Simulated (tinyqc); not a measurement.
# Worked calculation: p-n diode with diffusion and depletion-layer recombination

Computed by the program tinyqc: `OMP_NUM_THREADS=1 python tinyqc.py 2260149 2260150 out.jsonl`, one thread of a shared Intel Xeon 2.30GHz, about 0.01 s for the whole run. Printed values are rounded.

Abrupt junction in the depletion approximation, low injection, full ionisation, neutral widths fixed, ohmic contact on the p side. Vj is the junction voltage; where a series resistance Rs is given, V = Vj + J Rs is the terminal voltage.

Values chosen for this exercise; band and dielectric values close to those of germanium: temperature T = 300 K; band gap Eg = 0.65 eV; relative permittivity eps_r = 16.1; conduction-band density of states at T Nc = 1.04e19 cm^-3; valence-band density of states at T Nv = 6.09e18 cm^-3; acceptor density Na = 1.4e16 cm^-3; donor density Nd = 2.2e17 cm^-3; electron mobility in the p side mun = 2800 cm^2/(V s); hole mobility in the n side mup = 890 cm^2/(V s); electron lifetime tn = 1e-7 s; hole lifetime tp = 4e-9 s; neutral width of the p side wp = 8 um; neutral width of the n side wn = 35 um; recombination velocity at the n contact Sp = 1e7 cm/s; series resistance Rs = 0.0065 ohm cm^2; trap level above the intrinsic level Et = 0 eV; junction voltage at which recombination is evaluated Vj = 0.21 V; terminal voltage V = 0.28 V.

Constants: q = 1.602176634e-19 C, kB = 1.380649e-23 J/K, Vt = kB T/q, eps0 = 8.8541878128e-14 F/cm where lengths are in cm. Results are converted to the units shown.

## Diffusion lengths and saturation currents

ni = sqrt(Nc Nv) exp(-Eg/(2 Vt)), Eg in volts; D = mu Vt; Ln = sqrt(Dn tn), Lp = sqrt(Dp tp); J0n = q ni^2 Dn coth(wp/Ln)/(Ln Na); J0p = (q ni^2 Dp/(Lp Nd)) (s + tanh(wn/Lp))/(1 + s tanh(wn/Lp)), s = Sp Lp/Dp.

ni = 2.76099e13 cm^-3
Ln = 26.9046 um
Lp = 3.03370 um
J0n = 8.12489e-4 A/cm^2
J0p = 4.21047e-5 A/cm^2

wp/Ln = 0.30 and wn/Lp = 12; electrons carry 95.1 % of the diffusion current.

## Recombination in the depleted layer

ni = sqrt(Nc Nv) exp(-Eg/(2 Vt)), Eg in volts. Vbi = Vt ln(Na Nd/ni^2), W = sqrt(2 eps0 eps_r (Vbi - Vj)(1/Na + 1/Nd)/q), xp = W Nd/(Na + Nd), xn = W Na/(Na + Nd); u(x) = q Na (x + xp)^2/(2 eps0 eps_r) for x < 0 and Vbi - Vj - q Nd (xn - x)^2/(2 eps0 eps_r) for x > 0; p = Na exp(-u/Vt), n = Nd exp((u - Vbi + Vj)/Vt); U = ni^2 (exp(Vj/Vt) - 1)/(tp (n + ni exp(Et/Vt)) + tn (p + ni exp(-Et/Vt))); J_scr = q times the integral of U from -xp to xn. Trapezoid rule on 13 equal steps.

W = 157.402 nm

| point | x (nm) | u (V) | n (cm^-3) | p (cm^-3) | U (cm^-3 s^-1) |
|---|---|---|---|---|---|
| 0 | -147.985 | 0.000000 | 1.83590e14 | 1.4e16 | 1.83064e21 |
| 1 | -135.877 | 0.001153 | 1.91966e14 | 1.33891e16 | 1.91389e21 |
| 2 | -123.769 | 0.004613 | 2.19458e14 | 1.17118e16 | 2.18692e21 |
| 3 | -111.661 | 0.010380 | 2.74302e14 | 9.37016e15 | 2.73064e21 |
| 4 | -99.553 | 0.018454 | 3.74851e14 | 6.85674e15 | 3.72366e21 |
| 5 | -87.445 | 0.028834 | 5.60066e14 | 4.58920e15 | 5.53732e21 |
| 6 | -75.338 | 0.041521 | 9.14895e14 | 2.80934e15 | 8.93844e21 |
| 7 | -63.230 | 0.056515 | 1.63401e15 | 1.57297e15 | 1.54134e22 |
| 8 | -51.122 | 0.073815 | 3.19072e15 | 8.05539e14 | 2.67131e22 |
| 9 | -39.014 | 0.093422 | 6.81201e15 | 3.77312e14 | 3.78698e22 |
| 10 | -26.906 | 0.115336 | 1.59006e16 | 1.61645e14 | 3.10933e22 |
| 11 | -14.798 | 0.139557 | 4.05790e16 | 6.33395e13 | 1.49806e22 |
| 12 | -2.691 | 0.166084 | 1.13225e17 | 2.27005e13 | 5.60975e21 |
| 13 | 9.417 | 0.183257 | 2.2e17 | 1.16830e13 | 2.90653e21 |

J_scr = 0.0308596 A/cm^2

With 2000 steps J_scr = 0.03085 A/cm^2; the coarse value is 0.023 % above it. U is largest at x = -39.0 nm among these points; the peak lies where tp n = tn p. On the fine grid U peaks at 3.835e22 cm^-3 s^-1, and J_scr/(q U_max) is 31.9 % of W, the effective width of the recombining zone.

## Starting value

Vj = V/2.

Vj at the start = 0.14 V

## Iteration 1: new Vj

J0 = J0n + J0p = 8.54594e-4 A/cm^2

Diffusion current alone: J = J0 (exp(Vj/Vt) - 1), g = Vj + J Rs - V, g' = 1 + Rs J0 exp(Vj/Vt)/Vt, Vj(new) = Vj - g/g'.

J = 0.191302 A/cm^2
g = -0.138757 V
g' = 1.04831
Vj after iteration 1 = 0.272362 V

## Iteration 2: new Vj

As before.

J = 32.1530 A/cm^2
g = 0.201356 V
g' = 9.08448
Vj after iteration 2 = 0.250197 V

## Course of the iteration

Stop when the step is below 1e-10 V, or after 80 iterations.

Course of the iteration:

| iteration | Vj before the step (V) | step (V) |
|---|---|---|
| 1 | 0.14 | 0.132 |
| 2 | 0.272362 | -0.0222 |
| 3 | 0.250197 | -0.0133 |
| 4 | 0.236909 | -3.26e-3 |
| 5 | 0.233652 | -1.44e-4 |
| 6 | 0.233508 | -2.58e-7 |
| 7 | 0.233508 | -8.27e-13 |

Converged in 7 iterations.
